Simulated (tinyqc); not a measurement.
Self-heating of a transistor with one or more fingers, with temperature-dependent conductivity: one step, computed by the program tinyqc. Command: `OMP_NUM_THREADS=1 python tinyqc.py 3011999 3012000 out.jsonl selfheat walk`. One thread of a shared host (Intel(R) Xeon(R) Processor @ 2.30GHz), about 0.06 s of CPU time with the checks.

N long parallel fingers lie on the top face of a slab whose bottom is held at T_0; the top is otherwise insulated, and heat flows in two dimensions. P in W/mm is 1000 P in W/m.

Problem. Linear temperature rise of each finger. theta_i = (P/(pi kappa_0)) [g_0 + sum over j != i of g(|i - j| s)], with equal powers and constant conductivity; thermal resistance = largest theta/P.

Inputs (values chosen for the exercise, modelled on sapphire): conductivity at the base temperature kappa_0 = 36.9 W/(m K); power per gate width P = 0.19 W/mm; fingers N = 6.

Power: power rises with temperature.

own factor g_0 = 7.289118

g(j s), j = 1..7: 1.588899  0.936584  0.594301  0.386356  0.253571  0.167086  0.110287

Give: theta of each finger; largest theta; thermal resistance.

Solution.

theta of each finger (K): 18.109  20.298  21.199  21.199  20.298  18.109

largest theta = 21.199 K

thermal resistance = 111.58 K mm/W

The neighbours supply 44 % of the rise of the hottest finger, which runs 3.1 K above the outer ones.
